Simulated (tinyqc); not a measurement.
Worked calculation: rapid thermal processing of a wafer: radiative balance, ramp and cooling, pattern effects, pyrometer error and spike budget. Computed by tinyqc, a small Python program that keeps every step. Command: `OMP_NUM_THREADS=1 python tinyqc.py 3112103 3112104 out.jsonl rtp walk`. One thread of a shared host (Intel(R) Xeon(R) Processor @ 2.30GHz), about 0.04 s of CPU time with the checks. Intermediate numbers are printed to about 6 digits and carried at full precision; extremes and crossings named in words are read from the listed rows.

The wafer is opaque and uniform through its thickness unless said otherwise; temperatures in formulas are in kelvin (C + 273.15). sigma = 5.670374419e-12 W/(cm^2 K^4).

Inputs (values chosen for the exercise, modelled on a hot silicon wafer):
```
quantity                                              value         unit
wafer thickness d                                       725   micrometre
heat capacity per volume C                             2.03   J/(cm^3 K)
thermal conductivity k                                 0.24     W/(cm K)
emissivity eps of each face                            0.67            -
reflectivity of the chamber walls r                    0.75            -
gas heat-transfer coefficient h, both faces together    5.2  mW/(cm^2 K)
wall temperature T_w                                    500            K
process temperature                                    1110            C
starting temperature                                    550            C
ramp rate                                               280          K/s
relative change of absorptivity over a pattern           11            %
period of the pattern                                   0.6           mm
pyrometer wavelength                                    0.9   micrometre
error of the assumed emissivity                          11            %
activation energy of the process E_a                    2.7           eV
```

Constants: k_B = 8.617333262e-05 eV/K; h = 6.62607015e-34 J s; c = 299792458 m/s; k_B = 1.380649e-23 J/K.

## Power to hold and to ramp

Effective emissivity between parallel grey plates: eps_eff = 1/(1/eps + 1/(1 - r) - 1). Loss per area q(T) = 2 eps_eff sigma (T^4 - T_w^4) + h (T - T_w). Absorbed power during a ramp = q(T) + C d x ramp rate; thermal time constant tau = C d/(dq/dT), dq/dT = 8 eps_eff sigma T^3 + h; natural cooling rate q/(C d); front-to-back difference under one-sided heating at the end of the ramp = (absorbed power) d/(2 k).

eps_eff = 0.222591

holding power q = 13.6737 W/cm^2

power at the end of the ramp = 54.8827 W/cm^2

dq/dT = 31.9189 mW/(cm^2 K)

time constant tau = 4.61091 s

natural cooling rate = 92.9075 K/s

front-to-back difference = 8.28957 K

Radiation carries 66 % of the loss. The ramp needs 4.0 times the holding power.

## Cooling curve

Cooling with the lamps off: C d dT/dt = -q(T), integrated adaptively (relative tolerance 1e-10).

Lamps off at t = 0:
```
t (s)    T (C)  cooling rate (K/s)
0.46   1069.28             84.3955
0.92   1032.16             77.1743
1.80    969.37             66.0439
3.20    886.43             53.2429
4.60    818.55             44.1973
6.90    729.46             34.0180
12.00   591.95             21.4347
18.00   488.21             13.9259
```

The rate falls from 92.9 K/s at t = 0 to 13.9 K/s in the last row.

## Thermal budget of a spike

Spike anneal: linear ramp to the peak, then lamps off. Equivalent time at the peak = int exp(-(E_a/k_B)(1/T - 1/T_peak)) dt; estimate (k_B T^2/E_a)(1/ramp rate + 1/cooling rate). The ramp part uses 4000 trapezoid steps, the cooling part 4000 steps over 4 tau. Time within 50 K of the peak from the same curves.

equivalent time, ramp = 0.200993 s

equivalent time, cooling = 0.692098 s

equivalent time, total = 0.893091 s

estimate = 0.875266 s

time within 50 K of the peak = 0.749709 s

Cooling supplies 77 % of the budget.

## What a faster ramp buys

The formulas are those given above.

Against the ramp rate:
```
ramp (K/s)  ramp part (s)  cooling part (s)  total (s)  power at the peak (W/cm^2)
10                5.62779          0.692098    6.31989                      15.145
25                2.25112          0.692098    2.94322                      17.353
50                1.12556          0.692098    1.81766                      21.032
100               0.56278          0.692098    1.25488                      28.391
250               0.22511          0.692098    0.91721                      50.467
500               0.11256          0.692098    0.80465                      87.261
1000              0.05628          0.692098    0.74838                     160.849
```

From 10 to 100 K/s the total falls by a factor 5.0, from 100 to 1000 K/s by 1.68: the cooling part, 0.692 s, is a floor, and the natural cooling rate here is 92.9 K/s.

## Pattern effect

At steady state a sinusoidal change of absorbed power of relative amplitude a and period p gives the temperature amplitude a q/(dq/dT + k d (2 pi/p)^2); healing length l = sqrt(k d/(dq/dT)); process change = E_a dT/(k_B T^2). Emissivity is taken as unchanged.

healing length l = 7.38331 mm

amplitude without lateral conduction = 47.1227 K

amplitude = 0.00788131 K

change of the process rate = 0.0129077 %

Lateral conduction cuts the amplitude to 0.017 %, since p/(2 pi l) = 0.013.

## Pyrometer error

Signal proportional to eps/(exp(c2/(lambda T)) - 1), c2 = h c/k_B. If the assumed emissivity is too high by the given error, the reading T' solves (1 + error)/(exp(c2/(lambda T')) - 1) = 1/(exp(c2/(lambda T)) - 1). Wien estimate: T' - T = -lambda T^2 ln(1 + error)/c2. Process rates go as exp(-E_a/(k_B T)).

c2 = 14387.8 micrometre K

c2/(lambda T) = 11.5580

reading less true temperature = -12.3770 K

Wien estimate = -12.4888 K

rate at T over rate at T', less 1 = 22.6956 %

Checks made by the program: cooling time against quadrature of C d dT/q (relative difference 3e-08).
